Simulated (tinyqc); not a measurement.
# Epitaxial growth on a vicinal surface: Burton-Cabrera-Frank step flow, step-edge barrier and island nucleation, step by step

A worked calculation. Computed by tinyqc, a small Python program that keeps every step. Command: `OMP_NUM_THREADS=1 python tinyqc.py 3021170 3021171 out.jsonl stepflow walk`. One thread of a shared host (Intel(R) Xeon(R) Processor @ 2.30GHz), about 0.01 s of CPU time with the checks. Intermediate numbers are printed to about 7 digits and carried at full precision; extremes and crossings named in words are read from the listed rows.

Adatoms land at rate F, hop on a square grid (a simplification for hexagonal faces), desorb, or join steps. Lengths are in units of a and n is the adatom coverage. Steps ascend at x = 0 and descend at x = l.

Inputs (values chosen for the exercise, close to those used for Ge(001)):
```
quantity                     value      unit
site spacing a                   4  angstrom
step height h                 1.41  angstrom
diffusion barrier E_d        0.611        eV
desorption energy E_a         2.63        eV
adatom formation energy E_f   1.15        eV
step-edge barrier E_s        0.058        eV
attempt frequency nu            10       THz
deposition rate F              1.8  layers/s
miscut angle                     1   degrees
temperature T                  680         C
critical nucleus size i          1         -
```

Constants: k_B = 8.617333262e-05 eV/K.

## Scales

D = nu exp(-E_d/(k_B T)) (a^2/s, nu counted per direction); tau = exp(E_a/(k_B T))/nu; x_s = sqrt(D tau); n_eq = exp(-E_f/(k_B T)); terrace width l = h/(a tan(miscut)); Schwoebel length l_s = exp(E_s/(k_B T)) - 1. Temperatures in kelvin are T(C) + 273.15.

D = 5.879482e+09 a^2/s

lifetime tau = 8.055978 s

diffusion length x_s = 217635.0 a

equilibrium coverage n_eq = 8.305733e-07

terrace width l = 20.19471 a

Schwoebel length l_s = 1.026165 a

l/x_s = 9.28e-5: nearly every adatom reaches a step.

## Terrace solution

D n'' - n/tau + F = 0 with n(0) = n_eq and -l_s n'(l) = n(l) - n_eq. With u = n - F tau, A = n_eq - F tau, y = l/x_s, s = l_s/x_s: u = A cosh(x/x_s) + B sinh(x/x_s), B = A (1 - cosh y - s sinh y)/(sinh y + s cosh y). Flux into the ascending step J+ = D B/x_s, over the descending one J- = -(D/x_s)(A sinh y + B cosh y); step velocity J+ + J-; growth rate (J+ + J-)/l. For small y: J+ + J- = (F - n_eq/tau) l, J-/J+ = l/(l + 2 l_s). The coverage peaks where n' = 0, tanh(x/x_s) = -B/A.

J+ = 19.05413 atoms per step site and s

J- = 17.29635 atoms per step site and s

growth rate = 1.800000 layers/s

peak coverage = 8.477261e-07

position of the peak = 10.58563 a

5.8e-6 % of the flux desorbs; even closely spaced steps lose n_eq/tau, 5.7e-6 % of F. The ascending step takes 52.4 %: the barrier makes an uphill current, which evens out terrace widths but makes steps meander and favours mounds on wide terraces.

## Step flow or islands

Island density on a flat surface without desorption: N = 0.25 (F/D)^(i/(i+2)) exp(E_i/((i+2) k_B T)) per site, with E_i = 0 for i = 1; spacing l_n = N^(-1/2). Step flow needs an effective width l_eff = 2 x(peak) below l_n.

island density N on a flat surface = 1.684940e-04 per site

island spacing l_n = 77.03849 a

ratio l_eff/l_n = 0.2748140

Steps capture adatoms before they meet: step flow. Caution: the prefactor 0.25 and the criterion are estimates, good to a factor of about two in length.

## Growth mode over temperature

x(peak) solves tanh(x/x_s) = -B/A. Rows where evaporation outweighs deposition are left out.

Scales:
```
T (C)  x_s (a)   l_s (a)  incorporated share   l_n (a)  l_eff/l_n
480    5690753  1.444065            1.000000  55.42725  0.3886609
530    2160864  1.311803            1.000000  61.11468  0.3505950
580     919133  1.201005            1.000000  66.61858  0.3201555
630     429769  1.106944            1.000000  71.92810  0.2953524
680     217635  1.026165            1.000000  77.03849  0.2748140
730     117945  0.956092            0.999999  81.94933  0.2575687
780      67748  0.894764            0.999995  86.66320  0.2429118
830      40920  0.840666            0.999970  91.18475  0.2303212
880      25820  0.792610            0.999832  95.52000  0.2194031
```

The ratio stays below 1: step flow in every row. Incorporation goes from 100.0 % to 100.0 %.

Checks made by the program: growth rate against F minus desorption, from a numerical solution (relative difference below 1e-10).
